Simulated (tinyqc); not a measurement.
Resistance of a tapered via with liner, size effect and interface: two steps of the calculation.

A round via whose diameter grows from db at the bottom as D(z) = db + 2 z/tan(ang). The fill, of diameter D - 2 tl, starts above the bottom liner (thickness fb tl) and has rho = rho0 (1 + ks lam/(D - 2 tl)); the sidewall liner conducts in parallel with it. The bottom liner and the interface are crossed over the full area pi db^2/4. Spreading in the lines above and below is left out.

Inputs (values chosen for the exercise); fill metal close to molybdenum:
- db = 14 nm (diameter at the bottom)
- hv = 46 nm (height)
- ang = 88 degrees (sidewall angle)
- rho0 = 5.24 uohm cm (bulk resistivity of the fill)
- lam = 11.3 nm (mean free path of the fill)
- ks = 0.9 (size-effect factor)
- tl = 0.6 nm (liner on the sidewall)
- fb = 0.5 (liner at the bottom over that on the sidewall)
- rl = 210 uohm cm (resistivity of the liner)
- ri = 5.2e-13 ohm cm^2 (interface resistivity at the bottom)
- Sb = 1.3e15 S/m^2 (ballistic conductance per area, about 3/(4 rho0 lam))

Question 1. Slices of the via. Slices between z0 = fb tl and hv, evaluated at their midpoints: conductance per length pi/4 [(D - 2 tl)^2/rho + (D^2 - (D - 2 tl)^2)/rl], slice resistance = slice height over that. 8 slices.

Find: z; D; rho; slice resistance.

Answer 1.

| slice | z (nm) | D (nm) | rho (uohm cm) | slice resistance (ohm) |
|---|---|---|---|---|
| 0 | 3.1562 | 14.220 | 9.3329 | 3.9700 |
| 1 | 8.8688 | 14.619 | 9.2112 | 3.6901 |
| 2 | 14.581 | 15.018 | 9.0965 | 3.4380 |
| 3 | 20.294 | 15.417 | 8.9883 | 3.2101 |
| 4 | 26.006 | 15.816 | 8.8860 | 3.0036 |
| 5 | 31.719 | 16.215 | 8.7891 | 2.8158 |
| 6 | 37.431 | 16.614 | 8.6972 | 2.6447 |
| 7 | 43.144 | 17.013 | 8.6100 | 2.4883 |

Question 2. Total resistance. R_fill = sum of the slices; R_bottom = rl fb tl/(pi db^2/4); R_interface = ri/(pi db^2/4); ballistic (Sharvin) limit 1/(Sb pi (db - 2 tl)^2/4); ideal cylinder rho0 hv/(pi db^2/4).

| slice | slice resistance (ohm) |
|---|---|
| 0 | 3.9700327 |
| 1 | 3.6901154 |
| 2 | 3.4379652 |
| 3 | 3.2100993 |
| 4 | 3.0035562 |
| 5 | 2.8158061 |
| 6 | 2.6446786 |
| 7 | 2.4883031 |

Wanted: parts; R; shares; ballistic limit; ideal cylinder.

Answer 2.

parts (ohm): fill 25.26, bottom liner 4.093, interface 0.3378
R = 29.69 ohm
shares (%): fill 85.08, bottom liner 13.78, interface 1.14
ballistic limit = 5.978 ohm
ideal cylinder = 15.66 ohm

The fill is the largest part, and R is 1.90 times the ideal cylinder. With 2000 slices R = 29.698 ohm.

Computed by the program tinyqc: `OMP_NUM_THREADS=1 python tinyqc.py 2750203 2750204 out.jsonl`, one thread of a shared Intel Xeon 2.30GHz, about 0.01 s for the whole run.
